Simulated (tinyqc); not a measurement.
# Kinetics of strain relaxation and threading dislocations in mismatched semiconductor layers, step by step

A worked calculation. Computed by tinyqc, a small Python program that keeps every step. Command: `OMP_NUM_THREADS=1 python tinyqc.py 3006875 3006876 out.jsonl threading walk`. One thread of a shared host (Intel(R) Xeon(R) Processor @ 2.30GHz), about 0.01 s of CPU time with the checks. Intermediate numbers are printed to about 6 digits and carried at full precision; extremes and crossings named in words are read from the listed rows.

60-degree dislocations on {111} planes of a (001) layer, isotropic elasticity. The Schmid factor is 1/sqrt(6), and a misfit segment relieves strain with b/2.

Inputs (values chosen for the exercise, modelled on Si(0.7)Ge(0.3) on Si): misfit f = 0.013; shear modulus G = 61.4 GPa; Poisson ratio nu = 0.27; Burgers vector b = 3.89 angstrom; glide activation energy Q = 1.93 eV; velocity prefactor v0 = 34000 m/s per MPa; layer thickness h = 130 nm; anneal temperature T = 684 K; anneal time t = 500 s; initial thread density rho_0 = 200000 1/cm^2; multiplication constant delta = 39000 1/m; grading rate (misfit per thickness) R_f = 0.0074 1/micrometre; growth temperature of the buffer T_g = 940 K; growth rate R_g = 7.8 nm/s; reaction radius r_A = 26 nm; final thickness of a thick uniform layer H = 1 micrometre; aspect ratio of a trench = 3.

Sources: multiplication.

Constants: k_B = 8.617333262e-05 eV/K.

## Excess stress and glide velocity at the start

Excess resolved stress tau = (1/sqrt 6) [2 G (1 + nu)/(1 - nu)] (e - e_eq), e_eq = b (1 - nu/4) [ln(h/b) + 1]/(4 pi (1 + nu) h), the Matthews-Blakeslee strain of an uncapped layer; glide velocity v = v0 tau exp(-Q/(k_B T)), tau in MPa.

equilibrium strain e_eq = 0.00119096

excess stress tau = 1029.95 MPa

mobility v/tau = 2.04669e-10 m/s per MPa

initial velocity = 0.210800 micrometre/s

The layer carries 10.9 times its equilibrium strain. In the anneal time a thread would run 110 micrometre at this speed. Caution: at stresses above about 1 GPa the linear velocity law understates glide, as stress lowers the kink barrier.

## Relaxation in the anneal

Threads run in two directions, so de/dt = -(b/4) rho v, and they multiply as d rho/dt = delta rho v. With x = e - e_eq, x0 = f - e_eq (fully strained at t = 0) and v = m S x (m the mobility, S x = tau): rho = rho_0 + (4 delta/b)(x0 - x), so dx/dt = -k x (a - x), k = delta m S, a = x0 + b rho_0/(4 delta): a logistic law, x = a/[1 + (a/x0 - 1) exp(k a t)]. The half time is that at which x = x0/2.

strain left e = 0.0127079

share of the excess strain relieved = 2.47385 %

thread density = 1.19156e+07 1/cm^2

half time = 944.791 s

The layer stays metastable: too few threads move too slowly. The misfit lines laid down are 0.67 micrometre apart.

## Anneal temperature

The formulas are those given above.

After the time t:
```
T (K)  first velocity (micrometre/s)  relieved (%)  threads (1/cm^2)  half time (s)
610                      3.96981e-03   3.39903e-03       2.16097e+05    5.01692e+04
631                      1.34724e-02   1.26878e-02       2.60086e+05    1.47830e+04
655                      4.94611e-02   6.85306e-02       5.24545e+05    4.02664e+03
674                      1.29684e-01   4.85299e-01       2.49826e+06    1.53575e+03
698                      4.06531e-01   5.39958e+01       2.55911e+08    4.89906e+02
713                      7.98474e-01   9.99593e+01       4.73583e+08    2.49428e+02
734                      1.96139e+00   1.00000e+02       4.73776e+08    1.01541e+02
769                      7.86501e+00   1.00000e+02       4.73776e+08    2.53225e+01
```

The half time follows exp(Q/(k_B T)), a decade for each 50 K near 698 K. Relief goes from 0.49 % at 674 K to 100.0 % at 713 K: with multiplication the onset is abrupt, after an incubation in which threads breed, and the final density is set by delta, not by rho_0. Caution: rows with more than 50 % relieved leave out blocking by crossing misfit lines, which slows real layers.

## Graded buffer

In steady grading, strain is fed at R_f R_g and relieved at (b/4) rho v. As a glide-limited estimate, the driving stress is taken as the mean stress of the strained top zone, whose depth z solves R_f z/2 = e_eq(z), with strain R_f z at the surface; tau_g = S R_f z/2 is its mean; then rho = 4 R_f R_g/(b m tau_g), m = v0 exp(-Q/(k_B T_g)), S = (1/sqrt 6) 2 G (1 + nu)/(1 - nu), e_eq(z) = b (1 - nu/4) [ln(z/b) + 1]/(4 pi (1 + nu) z).

depth z of the strained zone = 211.759 nm

stress tau_g = 68.3356 MPa

thread density of the buffer = 568775 1/cm^2

buffer thickness f/R_f = 1.75676 micrometre

Raising T_g by 50 K would lower this density by a factor 3.3: fast glide lets few threads do the work.

## Thick uniform layer and trapping in a trench

A separate case, a thick relaxed layer. Pair reactions during growth: d rho/dh = -K rho^2 with K = 2 r_A tan(psi) and threads inclined by psi = 45 degrees (the <110> lines of {111} planes), so rho = 1/(K H) for a layer that starts with far more threads than that, as highly mismatched layers do. In a trench along [110] a thread on {111} rises at 54.74 degrees across the width, and leaves through the wall below the height w tan(54.74 degrees) = sqrt(2) w; the share of threads, evenly spread over the floor, that reach the top is max(0, 1 - a/sqrt 2) for the aspect ratio a.

thread density at H = 1.92308e+09 1/cm^2

share that reaches the top = 0

The trench traps all threads that cross it; those that run along it are not trapped. Thickness alone needs 1900 micrometre for 1e6 /cm^2. Caution: at this small misfit a layer may start with fewer threads than 1/(K H), which is then only an upper bound.

Checks made by the program: strain against numerical integration (relative difference below 1e-10).
